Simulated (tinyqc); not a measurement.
From results back to parameters: BHZ model on a square lattice (one spin block). Three cases, with inputs chosen for the exercise.

Problem. Near Gamma E = -D k^2 -/+ sqrt(A^2 k^2 + (M - B k^2)^2), so the curvature of the upper band, E = |M| + c+ k^2, is c+ = -D + A^2/(2|M|) - B sign(M), and of the lower one c- = -D - A^2/(2|M|) + B sign(M). M and A are given; c+ and c- come from hidden B and D.

Find: D, B; order of the bands.

Method. The mean of the curvatures is -D; half their difference is A^2/(2|M|) - B sign(M). The bands are inverted where M/B > 0.

Case 1.

Values chosen (out of a larger set: of the size used for HgTe wells; not measured data): A = 3.92 eV angstrom; M = -0.0193 eV (mass term).

c+, c- (eV angstrom^2): 380.493  -284.093

Solution.

D, B (eV angstrom^2): -48.2  -65.8

order of the bands: inverted

Case 2.

Values chosen (out of a larger set: of the size used for HgTe wells; not measured data): A = 3.3 eV angstrom; M = -0.0273 eV (mass term).

c+, c- (eV angstrom^2): 176.051  -72.851

Solution.

D, B (eV angstrom^2): -51.6  -75.0

order of the bands: inverted

Case 3.

Values chosen (out of a larger set: of the size used for HgTe wells; not measured data): A = 3.44 eV angstrom; M = -0.0186 eV (mass term).

c+, c- (eV angstrom^2): 304.908  -198.508

Solution.

D, B (eV angstrom^2): -53.2  -66.4

order of the bands: inverted

Computed by tinyqc, one run a case: `OMP_NUM_THREADS=1 python tinyqc.py N N+1 out.jsonl` with N = 1452408, 1452540, 1452766; one thread of a shared Intel(R) Xeon(R) Processor @ 2.30GHz, about 0.1 s a run at most.
